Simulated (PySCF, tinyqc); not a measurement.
Worked calculation: CCSD on RHF in the sto-3g basis, for H3-, spin multiplicity 1. The basis has no diffuse functions, so it cannot describe the extra electron: this is an exercise in the method, not the real anion. The lowest restricted solution is unstable here: a spin-polarised one lies 0.1827 hartree lower (PySCF). Computed by tinyqc, a small Python program that keeps every step (integrals from PySCF). Settings: charge = -1, multiplicity = 1, basis = sto-3g, method = RHF, energy threshold = 1e-10, iteration cap = 55, orthogonalisation = symmetric, start = atomic densities, DIIS depth = 6, amplitude equations = CCSD, DIIS depth for amplitudes = 6, cap on updates = 54. Command: `OMP_NUM_THREADS=1 python tinyqc.py 22367 22368 out.jsonl` (the two numbers bound the seeds that draw the settings). One thread of a shared host (Intel(R) Xeon(R) Processor @ 2.60GHz), about 0.3 s of CPU time with the checks. The early iterations of the SCF are left out here.

## One-electron integrals

Geometry (angstrom):
```
atom        x        y        z
H     0.00000  0.00000  0.00000
H     0.00000  0.00000  1.24400
H     0.00000  1.07800  0.62200
```

Basis sto-3g: exponents (1/bohr^2) and contraction coefficients of normalised primitives:
```
element  l (shell)  exponent  coefficient
H            s (1)   3.42525      0.15433
H            s (1)   0.62391      0.53533
H            s (1)   0.16886      0.44463
```

Overlap, kinetic and nuclear-attraction integrals over the contracted functions; the nuclear repulsion is the sum of Za Zb / Rab.

nuclear repulsion = 1.2757575 hartree

overlap S, lower triangle:
```
         1H 1s    2H 1s    3H 1s
1H 1s  1.00000
2H 1s  0.36536  1.00000
3H 1s  0.36508  0.36508  1.00000
```

kinetic energy T (hartree), lower triangle:
```
         1H 1s    2H 1s    3H 1s
1H 1s  0.76003
2H 1s  0.04373  0.76003
3H 1s  0.04362  0.04362  0.76003
```

nuclear attraction V (hartree), lower triangle:
```
          1H 1s     2H 1s     3H 1s
1H 1s  -2.06725
2H 1s  -0.69180  -2.06725
3H 1s  -0.69120  -0.69120  -2.06707
```

core Hamiltonian H = T + V (hartree), lower triangle:
```
          1H 1s     2H 1s     3H 1s
1H 1s  -1.30722
2H 1s  -0.64807  -1.30722
3H 1s  -0.64758  -0.64758  -1.30704
```

## Two-electron integrals

Functions are numbered as in S; the eight-fold symmetry (ij|kl) = (ji|kl) = (kl|ij) leaves the list below.

Two-electron integrals (ij|kl) in chemists' order, unique and non-zero (hartree):
```
(11|11) 0.77461   (21|11) 0.21122   (21|21) 0.08044   (22|11) 0.40598
(22|21) 0.21122   (22|22) 0.77461   (31|11) 0.21102   (31|21) 0.07008
(31|22) 0.15811   (31|31) 0.08031   (32|11) 0.15811   (32|21) 0.07008
(32|22) 0.21102   (32|31) 0.07003   (32|32) 0.08031   (33|11) 0.40583
(33|21) 0.15819   (33|22) 0.40583   (33|31) 0.21102   (33|32) 0.21102
(33|33) 0.77461
```

## Orthogonalisation

S = U s U^T; symmetric (Loewdin) form X = U s^(-1/2) U^T, so that X^T S X = 1.

eigenvalues of S: 0.63464  0.63501  1.73034

X, lower triangle:
```
          1H 1s     2H 1s    3H 1s
1H 1s   1.09016
2H 1s  -0.16511   1.09016
3H 1s  -0.16488  -0.16488  1.09006
```

## Iteration 3 (converged): orbitals

converged F (hartree), lower triangle:
```
          1H 1s     2H 1s    3H 1s
1H 1s   0.17536
2H 1s  -0.25931   0.17536
3H 1s  -0.11606  -0.11606  0.26483
```

Diagonalise F' = X^T F X, C = X C', fill 2 alpha and 2 beta electrons from the bottom; D = 2 C_occ C_occ^T. Each column has its largest component positive (the first on a tie).

F' = X^T F X (hartree), lower triangle:
```
          1         2        3
1   0.34914
2  -0.33576   0.34914
3  -0.15814  -0.15814  0.39355
```

orbital energies (hartree): MO1 -0.09005, MO2 0.49698, MO3 0.68491

coefficients C:
```
           MO1       MO2       MO3
1H 1s  0.52449  -0.42421   0.88761
2H 1s  0.52449  -0.42421  -0.88761
3H 1s  0.24590   1.08726   0.00000
```

D after iteration 3, lower triangle:
```
          1H 1s     2H 1s    3H 1s
1H 1s   0.91009
2H 1s   0.91009   0.91009
3H 1s  -0.66451  -0.66451  2.48520
```

## Convergence

Stop when the energy changes by less than 1e-10 hartree and every element of the error matrix X^T (F D S - S D F) X is below 3e-06.

Course of the cycle:
```
iteration  E (hartree)    change  largest element of the error matrix
1           -1.1303438         -                             2.02e-05
2           -0.8602700  2.70e-01                             2.82e-13
3           -0.8602700   0.00000                             1.27e-13
```

PySCF RHF in the same basis = -0.8602700 hartree

Converged in 3 iterations.

## Integrals over molecular orbitals

(pq|rs) = sum C_ip C_jq C_kr C_ls (ij|kl), one index at a time.

one-electron integrals over orbitals h = C^T H C (hartree), lower triangle:
```
          1         2         3
1  -1.48887
2  -0.08284  -1.05409
3   0.00000   0.00000  -1.03862
```

Two-electron integrals over orbitals (pq|rs), unique and non-zero (hartree):
```
(11|11) 0.54899    (21|11) -0.03809   (21|21) 0.09686    (22|11) 0.47335
(22|21) 0.12093    (22|22) 0.70123    (31|31) 0.18227    (32|31) -0.08606
(32|32) 0.04675    (33|11) 0.55866    (33|21) -0.08506   (33|22) 0.41761
(33|33) 0.61646
```

## CCSD: starting amplitudes

t_ij^ab = <ij||ab> / (e_i + e_j - e_a - e_b), whose energy is MP2.

Starting amplitudes (spin orbitals 1a, 1b, ...; amplitudes related by a flip of all spins are not repeated):
```
from      to         t
2a 2b  3a 3b  -0.12438
1a 1b  3a 3b  -0.11760
1a 2b  3a 3b   0.08938
```

correlation energy = -0.0426314 hartree

## CCSD: amplitude update 1

t_i^a D_i^a and t_ij^ab D_ij^ab are set to the remaining terms of the spin-orbital equations, evaluated with the old amplitudes; for the doubles these are <ij||ab> + 1/2 <ab||ef> t_ij^ef + 1/2 <mn||ij> t_mn^ab + P(ij)P(ab) <mb||ej> t_im^ae + terms in t^2 + terms with t1, D the orbital-energy denominators.

Amplitudes after update 1 (spin orbitals 1a, 1b, ...; amplitudes related by a flip of all spins are not repeated):
```
from      to         t
2a 2b  3a 3b  -0.26325
1a 2b  3a 3b   0.16734
1a 1b  3a 3b  -0.16536
```

correlation energy = -0.0712484 hartree

## CCSD: amplitude update 2

As before.

Amplitudes after update 2 (spin orbitals 1a, 1b, ...; amplitudes related by a flip of all spins are not repeated):
```
from      to         t
2a 2b  3a 3b  -0.39600
1a 2b  3a 3b   0.23424
1a 1b  3a 3b  -0.17865
```

correlation energy = -0.0913905 hartree

## CCSD: amplitude update 3

t_i^a D_i^a and t_ij^ab D_ij^ab are set to the remaining terms of the spin-orbital equations, evaluated with the old amplitudes; for the doubles these are <ij||ab> + 1/2 <ab||ef> t_ij^ef + 1/2 <mn||ij> t_mn^ab + P(ij)P(ab) <mb||ej> t_im^ae + terms in t^2 + terms with t1, D the orbital-energy denominators. DIIS then mixes the stored amplitudes.

DIIS coefficients: -4.27348  5.27348

Amplitudes after update 3 (spin orbitals 1a, 1b, ...; amplitudes related by a flip of all spins are not repeated):
```
from      to         t
2a 2b  3a 3b  -1.00102
1a 2b  3a 3b   0.53137
1a 1b  3a 3b  -0.17224
```

correlation energy = -0.1696452 hartree

## CCSD: convergence

E_corr = 1/4 sum <ij||ab> t_ij^ab + 1/2 sum <ij||ab> t_i^a t_j^b; stop when the norm of the change is below 1e-8.

Course of the amplitude iterations:
```
update  correlation energy (hartree)  norm of the change
0                         -0.0426314                   -
1                         -0.0712484            3.67e-01
2                         -0.0913905            3.27e-01
3                         -0.1696452            2.79e-01
4                         -0.1313081            2.18e-01
5                         -0.1381220            1.27e-01
6                         -0.1417577            7.31e-02
7                         -0.1434438            4.22e-02
8                         -0.1465849            2.74e-02
9                         -0.1465499            9.06e-04
10                        -0.1465170            4.65e-04
11                        -0.1465078            1.38e-04
12                        -0.1465091            4.90e-05
13                        -0.1465024            6.20e-05
14                        -0.1465027            2.97e-06
15                        -0.1465027            1.47e-09
```

Converged amplitudes (spin orbitals 1a, 1b, ...; amplitudes related by a flip of all spins are not repeated):
```
from      to         t
2a 2b  3a 3b  -0.85290
1a 2b  3a 3b   0.46725
1a 1b  3a 3b  -0.14381
```

CCSD total energy = -1.0067727 hartree

T1 diagnostic, norm of the one-spin t1 over sqrt(correlated electrons) = 0

Converged in 15 updates, with DIIS from the third.
